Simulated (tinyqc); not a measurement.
The mobility curve: inversion-layer mobility, back-scattering and ballistic limit of a field-effect transistor. Computed by tinyqc, a small Python program. Command: `OMP_NUM_THREADS=1 python tinyqc.py 3024106 3024107 out.jsonl mos walk`. One thread of a shared host (Intel(R) Xeon(R) Processor @ 2.30GHz), about 0.01 s of CPU time with the checks.

The charge at the top of the source barrier is fixed by the gate; series resistance and short-channel effects are left out. F_j are Fermi integrals normalised to exp(eta) in the classical limit.

Inputs (values chosen for the exercise, modelled on a silicon n-channel):
```
quantity                                       value        unit
weight w of the inversion charge                 0.5           -
permittivity eps                                11.7           -
phonon mobility at 1 MV/cm and 300 K, mu_ph      320  cm^2/(V s)
roughness mobility at 1 MV/cm, mu_sr            1500  cm^2/(V s)
Coulomb mobility at N_inv = 1e12/cm^2, mu_C      690  cm^2/(V s)
electrical oxide thickness t_inv                 3.3          nm
depletion charge N_dep                       1.3e+12      1/cm^2
temperature T                                    300           K
```

Statistics at the top of the barrier: Fermi-Dirac.

Constants: eps_0 = 8.8541878128e-12 F/m; e = 1.602176634e-19 C.

Method. N_inv = 3.9 eps_0 (V_G - V_T)/(e t_inv); effective field E_eff = e (N_dep + w N_inv)/(eps eps_0). mu_phonon = mu_ph (E_eff/1 MV/cm)^(-0.3) (T/300 K)^(-1.75); mu_rough = mu_sr (E_eff/1 MV/cm)^(-2); mu_Coulomb = mu_C (N_inv/1e12 cm^-2) (T/300 K); Matthiessen's rule adds 1/mu.

Mobilities (cm^2/(V s)):
```
V_G - V_T (V)  N_inv (1/cm^2)  E_eff (MV/cm)  phonon  roughness  Coulomb   total
0.03               1.9593e+11        0.21621  506.63      32088    135.2  106.36
0.06               3.9187e+11        0.23136  496.44      28023    270.4  173.96
0.12               7.8374e+11        0.26166  478.44      21908    540.8  250.94
0.20               1.3062e+12        0.30207  458.27      16439    901.3  298.29
0.35               2.2859e+12        0.37782  428.51      10508   1577.3  326.50
0.50               3.2656e+12        0.45358  405.65       7291   2253.2  328.29
0.75               4.8984e+12        0.57984  376.84       4461   3379.9  315.09
1.00               6.5311e+12        0.70611  355.21       3008   4506.5  296.78
1.50               9.7967e+12        0.95863  324.08       1632   6759.7  259.99
```

What does the comparison show, and why?

The lowest part is Coulomb from 0.0300 to 0.0600, phonon from 0.120 to 1.50 V. The total peaks at 328 near E_eff = 0.45 MV/cm: screening lifts it at low density and the field presses it down at high density.

Extremes, crossings and ranges named in words are read from the listed rows.
